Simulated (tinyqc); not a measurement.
# Surface segregation during layer-by-layer epitaxy: two-layer exchange kinetics and the shape of quantum wells and delta layers, step by step

A worked calculation. Computed by tinyqc, a small Python program that keeps every step. Command: `OMP_NUM_THREADS=1 python tinyqc.py 3023602 3023603 out.jsonl mbeseg walk`. One thread of a shared host (Intel(R) Xeon(R) Processor @ 2.30GHz), about 0.03 s of CPU time with the checks. Intermediate numbers are printed to about 5 digits and carried at full precision; extremes and crossings named in words are read from the listed rows.

Atoms A and B exchange only between the growing layer and the one below it. B is supplied for N layers, then pure A follows.

Inputs (values chosen for the exercise, close to those used for indium in GaAs):
```
quantity                                   value      unit
barrier E1 for B to move up                 1.79        eV
segregation energy E_s                      0.22        eV
attempt frequency nu                          10       THz
growth rate G                              0.078  layers/s
share x0 of B in the flux during the well   0.15         -
layers in the well N                           4         -
layer thickness                             2.83  angstrom
temperature T                                520         C
```

Constants: k_B = 8.617333262e-05 eV/K.

## Exchange rates

p1 = nu exp(-E1/(k_B T)) (B up, A down), p2 = nu exp(-(E1 + E_s)/(k_B T)) (B down); time per layer tau = 1/G; K = p1/p2. Temperatures in kelvin are T(C) + 273.15. Dilute equilibrium share passed up per layer R_eq = K/(1 + K).

p1 = 42.277 1/s

p2 = 1.6912 1/s

p1 tau = 542.02

K = 24.998

R_eq = 0.96154

Exchange is fast against growth: the two layers are near equilibrium.

## The second layer

Each layer is deposited complete with B share x_dep and then exchanges for the time tau = 1/G with the layer below, whose share is b (total c = s + b fixed): ds/dt = p1 b (1 - s) - p2 s (1 - b), s(0) = x_dep. With the roots s1 < s2 of the right side, (s - s1)/(s - s2) = [(s(0) - s1)/(s(0) - s2)] exp(-(p1 - p2)(s2 - s1) tau). The lower layer is then buried with c - s, and s becomes the b of the next layer. Layer 1 is deposited on pure A with share x0; with nothing to lift from below, take b = 0 and s(0) = x0 for it. Then layer 2 has x_dep = x0.

share in layer 1 after its exchange = 0.14335

root s1 for layer 2 = 0.27817

root s2 for layer 2 = 1.0985

share in layer 2 after its exchange = 0.27817

share buried in layer 1 = 0.015182

## Buried profile

In the dilute tail each layer passes up the share R = R_eq (1 - exp(-(p1 + p2) tau)); decay length = -layer thickness/ln R. Index 0 is the last layer of pure A below the well. Share of B outside the intended layers 1..N = 1 - (sum over 1..N)/(N x0).

Share of B:
```
layer  intended    buried
0          0.00  0.006650
1          0.15  0.015182
2          0.15  0.026186
3          0.15  0.040240
4          0.15  0.035145
5          0.00  0.031134
6          0.00  0.027882
7          0.00  0.025184
8          0.00  0.022906
9          0.00  0.020954
10         0.00  0.019260
14         0.00  0.014253
19         0.00  0.010319
29         0.00  0.005951
```

share passed up R = 0.96154

decay length = 72.151 angstrom

peak share (largest buried share) = 0.040240

share of B outside the well = 0.80541

The peak reaches 27 % of x0. B is missing at the lower interface and trails into the cap. Caution: two-layer exchange with complete layers is a simplification that can understate segregation at low temperature; desorption, step-edge exchange and surfactants are left out.

## Kinetic against equilibrium segregation over temperature

R_eq = K/(1 + K).

Segregation:
```
T (C)      p1 tau     R_eq        R  decay length (angstrom)  peak share
400    5.0866e+00  0.97796  0.97257                   101.76    0.041405
440    2.8715e+01  0.97288  0.97288                   102.92    0.030956
480    1.3488e+02  0.96738  0.96738                    85.34    0.035639
520    5.4202e+02  0.96154  0.96154                    72.15    0.040240
560    1.9058e+03  0.95539  0.95539                    62.02    0.044707
600    5.9719e+03  0.94901  0.94901                    54.08    0.049005
640    1.6931e+04  0.94245  0.94245                    47.74    0.053114
680    4.3983e+04  0.93574  0.93574                    42.61    0.057020
```

The decay length peaks at 440 C among these rows: below, exchange is too slow; above, equilibrium rules and K = exp(E_s/(k_B T)) falls. Caution: in the hottest rows B can desorb, which is left out.

Checks made by the program: closed form against integration of the exchange equation (relative difference below 1e-10); conservation of B (relative difference below 1e-10).
